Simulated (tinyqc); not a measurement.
# Inputs raised by 5 %, one at a time

Model: regular and subregular solution with a miscibility gap. Computed by tinyqc, a small Python program. Command: `OMP_NUM_THREADS=1 python tinyqc.py 3023447 3023448 out.jsonl regsol sens`. One thread of a shared host (Intel(R) Xeon(R) Processor @ 2.30GHz), about 0.01 s of CPU time with the checks.

Per mole of mixing sites: G(x) = x (1 - x) [L0 + L1 (1 - 2x)] + R T [x ln x + (1 - x) ln(1 - x)], x the fraction of B.

Inputs (values chosen for the exercise, for a model alloy):
```
quantity                     value    unit
interaction L0                6.81  kJ/mol
size misfit eta = d ln a/dx  0.015       -
asymmetry L1                 -0.52  kJ/mol
temperature T                  224       K
start value s0                0.02       -
```

Source of L0: given.

Constants: R = 8.314462618 J/(mol K).

Method:
- L0 and eta are given.
- The spinodal is G'' = 0, R T_s(x) = x (1 - x) [2 L0 + 6 L1 (1 - 2x)]; the critical point is its maximum.
- G' = L0 (1 - 2x) + L1 (1 - 6x + 6x^2) + R T ln[x/(1 - x)]; G'' = -2 L0 - 6 L1 (1 - 2x) + R T/[x (1 - x)].
- Solve G'' = 0 on each side of x_c.
- Common tangent: F1 = G'(x1) - G'(x2) = 0 and F2 = [G - x G'](x1) - [G - x G'](x2) = 0. Newton step: J = [[G''(x1), -G''(x2)], [-x1 G''(x1), x2 G''(x2)]], J dx = -F; a step that would leave 0 < x < 1 is halved until it stays inside. The start is x1 = s0, x2 = 1 - s0.
- Stop when the step is below 1e-12, or when x1 and x2 meet within 1e-5; residuals under 1e-7 are shown as 0.

Runs:
```
input moved               from      to  critical temperature T_c (K)  solubility limit x2  spinodal x_s1  critical composition x_c
base run                     -       -                        414.77              0.97695        0.19786                   0.55518
interaction L0 (kJ/mol)   6.81  7.1505                        435.00              0.98125        0.18530                   0.55272
asymmetry L1 (kJ/mol)    -0.52  -0.546                        415.29              0.97731        0.19972                   0.55773
temperature T (K)          224   235.2                        414.77              0.97138        0.20952                   0.55518
```

Exponents ln(y'/y) / ln(x'/x):
```
input           critical temperature T_c  solubility limit x2  spinodal x_s1  critical composition x_c
interaction L0                     0.976                0.090         -1.345                    -0.091
asymmetry L1                       0.026                0.008          0.191                     0.094
temperature T                      0.000               -0.117          1.173                     0.000
```

Which inputs matter most for each result?

Among the inputs moved here: critical temperature T_c answers most in size to interaction L0 (exponent +0.976), next to asymmetry L1 (+0.026); its exponent is below 0.0005 for temperature T. Its exponent +0.976 in interaction L0: T_c = L0/(2 R) for a symmetric solution. Solubility limit x2 answers most in size to temperature T (exponent -0.117), next to interaction L0 (+0.090). Spinodal x_s1 answers most in size to interaction L0 (exponent -1.345), next to temperature T (+1.173). Critical composition x_c answers most in size to asymmetry L1 (exponent +0.094), next to interaction L0 (-0.091); its exponent is below 0.0005 for temperature T.

Caution (all rows): at such a low temperature diffusion in a solid alloy is normally frozen, so this equilibrium would not be reached.
